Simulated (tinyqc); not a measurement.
Density dependence: plasmons of a degenerate electron gas in the random-phase approximation.

Zero temperature, parabolic band: kF = (3 pi^2 n)^(1/3), EF = c kF^2/m, Ep^2 = 8 pi c e2 n/(m eb), qTF^2 = 6 pi e2 n/(eb EF), c = hbar^2/2m0, e2 = e^2/(4 pi eps0), n in 1/angstrom^3 (1e-24 per 1/cm^3).

Lindhard function: eps(q, E)/eb = 1 + (qTF/q)^2 (f1 + i f2) with z = q/(2 kF), u = E/(hbar vF q), hbar vF = 2 c kF/m; f1 = 1/2 + [h(z - u) + h(z + u)]/(8 z), h(x) = (1 - x^2) ln|(x + 1)/(x - 1)|; f2 = pi u/2 for z + u < 1, (pi/(8 z))(1 - (z - u)^2) for |z - u| < 1 < z + u, else 0. Pairs exist for c (q^2 - 2 q kF)/m < E < c (q^2 + 2 q kF)/m.

Constants: hbar^2/2m0 = 3.80998211 eV angstrom^2; e^2/(4 pi eps0) = 14.39964547 eV angstrom; a0 (Bohr radius) = 0.5291772105 angstrom.

Values chosen for the exercise (out of a larger set: a free-electron density near that of K; not measured data): n = 1.41e+22 1/cm^3 (electron density); m = 1 m0 (mass); eb = 1 (background dielectric constant).

n is multiplied by the factor listed.

Results:

| factor | rs | EF (eV) | Ep (eV) | Ep/EF | qc/kF | alpha = 3 EF/(5 Ep) |
|---|---|---|---|---|---|---|
| 0.10 | 10.454 | 0.4585 | 1.394 | 3.041 | 1.347 | 0.197 |
| 0.20 | 8.298 | 0.7278 | 1.972 | 2.709 | 1.238 | 0.221 |
| 0.50 | 6.114 | 1.341 | 3.118 | 2.326 | 1.106 | 0.258 |
| 1.0 | 4.852 | 2.128 | 4.409 | 2.072 | 1.016 | 0.290 |
| 2.0 | 3.851 | 3.378 | 6.236 | 1.846 | 0.932 | 0.325 |
| 10 | 2.252 | 9.878 | 13.94 | 1.412 | 0.762 | 0.425 |

Give the missing row, factor = 5.0.

Computed row:
```
factor     rs  EF (eV)  Ep (eV)  Ep/EF  qc/kF  alpha = 3 EF/(5 Ep)
5.0     2.838    6.223    9.859  1.584  0.832                0.379
```

Over two decades Ep grows by 10.0 (n^(1/2)) and EF by 21.5 (n^(2/3)), so Ep/EF falls from 3.041 to 1.412 as sqrt(rs), and qc/kF from 1.347 to 0.762: in a dense gas the plasmon enters the continuum earlier on the scale of kF. alpha is the coefficient in E = Ep + alpha hbar^2 q^2/(m m0). The random-phase values are only rough in the rows with rs above about 2 (up to 10.5 here).

(tinyqc, `OMP_NUM_THREADS=1 python tinyqc.py 1650765 1650766 out.jsonl`, Intel(R) Xeon(R) Processor @ 2.30GHz, 1 thread, shared host, about 0.01 s.)
